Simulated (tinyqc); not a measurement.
The axial ratio: Brillouin zone and empty-lattice bands of the hcp structure.

Primitive vectors a1 = a (1,0,0), a2 = a (-1/2, sqrt3/2, 0), a3 = (0,0,c); atoms at 0 and a1/3 + 2 a2/3 + a3/2. Reciprocal vectors obey a_i.b_j = 2 pi delta_ij; k is given in units of 2 pi/a. Empty-lattice levels are c0 (2 pi/a)^2 |k + G|^2, c0 = hbar^2/2m0. Points: M = (1/2, 1/(2 sqrt3), 0), K = (2/3, 0, 0), A = (0, 0, a/2c), L = M + A, H = K + A.

a is rescaled so that the cell volume stays fixed; contacts Z = V kF^3/(6 pi^2) at M, at the (0002) plane (kF = a/c in 2 pi/a) and at the {10-11} planes (kF = sqrt(4/3 + (a/c)^2)/2).

Z per atom at contact:
```
c/a    {10-10} at M  (0002)  {10-11}
1.541         1.076   1.528    1.624
1.544         1.078   1.522    1.625
1.757         1.227   1.175    1.700
1.854         1.294   1.055    1.740
1.871         1.306   1.036    1.748
1.874         1.308   1.033    1.749
```

Give the missing row, c/a = 1.613.

Computed row:
```
c/a    {10-10} at M  (0002)  {10-11}
1.613         1.126   1.394    1.647
```

The (0002) contact falls from 1.528 to 1.033 as c/a grows (as (c/a)^-2) while the {10-10} contact rises from 1.076 to 1.308; they cross at c/a = sqrt3 = 1.732. All three contacts lie below Z = 2, so the sphere of a divalent metal crosses all three sets of planes.

tinyqc: `OMP_NUM_THREADS=1 python tinyqc.py 1850580 1850581 out.jsonl`; about 0.02 s, one thread, shared Intel(R) Xeon(R) Processor @ 2.30GHz.
